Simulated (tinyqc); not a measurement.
Interface states from two metals.

Problem. Schottky barriers follow phi = S (pM - chi) + (1 - S) E0, S = 1/(1 + q Ds dl/(eps0 ei)). Find S, E0 and Ds.

Parameters, values chosen for the exercise; material values close to those of silicon: electron affinity chi = 4.03 eV; thickness of the interface layer dl = 0.39 nm; its relative permittivity ei = 3.3.

Constants: q = 1.602176634e-19 C, eps0 = 8.8541878128e-14 F/cm where lengths are in cm. Results are converted to the units shown.

phi for pM = 4.24 and 5 eV (eV): 0.25431964  0.95999234

Solution. The slope is S, and either point then gives E0.

S = 0.929
E0 = 0.830 eV
Ds = 3.60e12 cm^-2 eV^-1

Computed by the program tinyqc: `OMP_NUM_THREADS=1 python tinyqc.py 2430118 2430119 out.jsonl`, one thread of a shared Intel Xeon 2.30GHz, about 0.01 s for the whole run.
